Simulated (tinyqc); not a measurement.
Pillar capacitor in an array: capacitance, non-linearity, leakage and relaxation: one step of the calculation.

A film between two metal electrodes, each interface adding a series capacitance ci. The small-signal permittivity is ek (1 + aq E^2); the field is found with the linear permittivity. Leakage J = J0 sinh(E/Ef). After a voltage step the film passes a relaxation current kr C V tt^(-nr), tt being the time in seconds. The sidewall is a coaxial capacitor with radii a = dm/2 and b = dm/2 + t, depth AR dm; the end face is left out.

Problem. Planar capacitance, field and non-linearity. Planar film: Cf = eps0 ek/t, 1/C = 1/Cf + 2/ci, EOT = 3.9 eps0/C, effective permittivity C t/eps0, E = (V/t) C/Cf; quadratic coefficient [C(V)/C - 1]/V^2 with Cf (1 + aq E^2) in C(V).

Parameters, values chosen for the exercise; permittivity of the order of that of zirconium oxide:
- ek = 36.7 (relative permittivity of the film)
- t = 25 nm (film thickness)
- ci = 270 uF/cm^2 (capacitance of each electrode interface (dead layer and screening))
- aq = 0.017 cm^2/MV^2 (quadratic field coefficient of the permittivity)
- V = 2.4 V (bias)
- J0 = 2.1e-10 A/cm^2 (leakage prefactor)
- Ef = 0.36 MV/cm (field for an e-fold rise of the leakage)

Constants: eps0 = 8.8541878128e-14 F/cm where lengths are in cm. Results are converted to the units shown.

Find: Cf; C; EOT; effective permittivity; E; quadratic coefficient; J.

Solution.

Cf = 1.2998 uF/cm^2
C = 1.2874 uF/cm^2
EOT = 2.6823 nm
effective permittivity = 36.350
E = 0.95085 MV/cm
quadratic coefficient = 2642.5 ppm/V^2
J = 1.4657e-9 A/cm^2

The interfaces take 0.954 % of the voltage.

tinyqc, about 0.01 s, one thread, Intel Xeon 2.30GHz (shared host): `OMP_NUM_THREADS=1 python tinyqc.py 2102179 2102180 out.jsonl`
